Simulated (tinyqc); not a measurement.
What moves the results: valley splitting of a silicon quantum well in envelope theory. A value that a table varies takes the place of the one given here.

The well lies at 0 < z < L; U(z) = V0 [1/(1 + exp(z/w)) + 1/(1 + exp((L - z)/w))] - e F z, 1 mV/nm = 1e-4 eV/angstrom. The envelope psi solves -(c/ml) psi'' + U psi = E psi, c = hbar^2/2m0, by three-point differences on a grid of 0.1 angstrom from -40 to L + 40 angstrom. The two valleys at +/- k0 couple through D = C0 times the integral of exp(-i q z) U(z) psi^2, q = 2 k0 (2 pi/a), and split by Ev = 2|D|.

Random alloy: with Y(z) = Yw + (Yb - Yw) B(z), B the bracket in U, and in-plane density exp(-r^2/ad^2)/(pi ad^2), D gains a random complex part of variance sigma^2 = (C0^2/pi)(a^2 V0/(8 ad (Yb - Yw)))^2 (4/a) times the integral of psi^4 Y (1 - Y). Alone it gives a mean splitting sqrt(pi) sigma; together with the smooth part the rms splitting is 2 sqrt(|D|^2 + sigma^2).

Constants: hbar^2/2m0 = 3.80998211 eV angstrom^2.

Values chosen for the exercise (near those of a strained Si well in SiGe; shifted at random, so the results belong to these values and not to a real crystal):

| symbol | value | unit | meaning |
|---|---|---|---|
| L | 60 | angstrom | well width |
| V0 | 0.16 | eV | conduction offset |
| ml | 0.899 | m0 | mass along z |
| F | 14.6 | mV/nm | field pressing towards the upper interface |
| k0 | 0.846 | 2 pi/a | valley position |
| a | 5.431 | angstrom | lattice constant |
| C0 | 0.251 |  | Bloch overlap factor |
| Yb | 0.27 |  | Ge share of the barrier |
| Yw | 0 |  | Ge share of the well |
| ad | 140 | angstrom | dot radius |
| ws | (0.3, 0.6, 1, 1.2, 1.8, 3, 4) | angstrom | interface widths |
| Ls | (60, 61.4, 62.7, 64.1, 65.4, 66.8, 68.1, 69.5) | angstrom | widths in steps of one atomic layer, a/4, rounded to the grid |
| F2 | 1 | mV/nm | second field, zero or weak |
| w1 | 0.6 | angstrom | interface width for this table |
| w | 1 | angstrom | interface width parameter |

## Sharpness of the interface

The smooth part 2|D| and the disorder part against w, beside y/sinh(y) with y = pi q w. The 12 to 88 % width of the step is 4w.

Results:

| w (angstrom) | 4w (angstrom) | 2\|D\| (micro-eV) | y/sinh(y) | sqrt(pi) sigma (micro-eV) |
|---|---|---|---|---|
| 0.3 | 1.2 | 226.55 | 0.60 | 18.0 |
| 0.6 | 2.4 | 71.17 | 0.18 | 19.7 |
| 1.0 | 4.0 | 10.51 | 0.026 | 22.7 |
| 1.2 | 4.8 | 3.77 | 0.0092 | 24.5 |
| 1.8 | 7.2 | 0.16 | 0.00034 | 30.1 |
| 3.0 | 12.0 | 0.00 | 3.6e-07 | 41.7 |
| 4.0 | 16.0 | 0.00 | 1.0e-09 | 51.0 |

The smooth part needs a Fourier component of U psi^2 at a wavelength of 3.21 angstrom; from the first row to the third it falls by a factor 21.6, while y/sinh(y) falls by 22.8 (the envelope near the step and the phase between the two interfaces change too). The disorder part goes from 18.0 to 51.0 micro-eV, growing as the electron overlaps more alloy. It takes over between w = 0.6 and 1 angstrom, that is a step 2.4 to 4.0 angstrom wide, with 1.36 angstrom to an atomic layer.

## Adding atomic layers

The smooth splitting Ev = 2|D| with w = w1, at the field F2 and at F.

Results:

| L (angstrom) | q L mod 2 pi | Ev at F2 (micro-eV) | Ev at F (micro-eV) |
|---|---|---|---|
| 60.0 | 4.35 | 23.2 | 71.2 |
| 61.4 | 0.81 | 7.73 | 70.7 |
| 62.7 | 3.35 | 17.6 | 70.9 |
| 64.1 | 6.09 | 14.4 | 70.8 |
| 65.4 | 2.36 | 9.70 | 70.7 |
| 66.8 | 5.10 | 17.2 | 70.8 |
| 68.1 | 1.36 | 4.75 | 70.7 |
| 69.5 | 4.10 | 15.8 | 70.8 |

At F2 the splitting swings between 4.75 and 23.2 micro-eV, a ratio of 4.88, as the two interfaces add with the phase q L, which advances on average by 2.66 rad a layer. At F the ratio is 1.01, where in the first row psi^2 at the upper interface is 262 times that at the lower one: one interface dominates and the interference fades.

## What each parameter does

Orbital spacing, psi^2 at z = L, the smooth splitting and sigma; V0 is held fixed when Yw changes. Each row changes one parameter from the base and keeps the others.

Results:

| case | E2 - E1 (meV) | psi^2(L) (1e-3/angstrom) | 2\|D\| (micro-eV) | sigma (micro-eV) |
|---|---|---|---|---|
| base | 37.63 | 8.461 | 10.51 | 12.8 |
| ad = 180 angstrom | 37.63 | 8.461 | 10.51 | 10.0 |
| Yw = 0.03 | 37.63 | 8.461 | 10.51 | 63.0 |
| L = 66 angstrom | 36.57 | 8.432 | 10.46 | 12.8 |
| V0 = 0.2 eV | 38.24 | 6.580 | 10.53 | 12.7 |
| w = 1.3 angstrom | 37.67 | 8.122 | 2.24 | 14.3 |
| F = 21.9 mV/nm | 46.59 | 12.849 | 15.95 | 19.4 |
| k0 = 0.826 2 pi/a | 37.63 | 8.461 | 12.10 | 12.8 |
| C0 = 0.301 | 37.63 | 8.461 | 12.60 | 15.4 |

The largest shifts from the base row, up to three for each result and ties (the steps differ in size, so this ranks the rows, not the parameters). E2 - E1 (meV): F +8.96, L -1.06, V0 +0.61; unchanged at the printed digits by ad, Yw, k0 and C0. psi^2(L) (1e-3/angstrom): F +4.388, V0 -1.880, w -0.338; unchanged at the printed digits by ad, Yw, k0 and C0. 2|D| (micro-eV): w -8.27, F +5.44, C0 +2.09; unchanged at the printed digits by ad and Yw. sigma (micro-eV): Yw +50.2, F +6.6, ad -2.8; unchanged at the printed digits by L and k0.

Computed by tinyqc, a small Python program: `OMP_NUM_THREADS=1 python tinyqc.py 1251278 1251279 out.jsonl` (the numbers bound the seed that draws the inputs); one thread of a shared host (Intel(R) Xeon(R) Processor @ 2.30GHz), about 0.1 s for the whole set of steps.
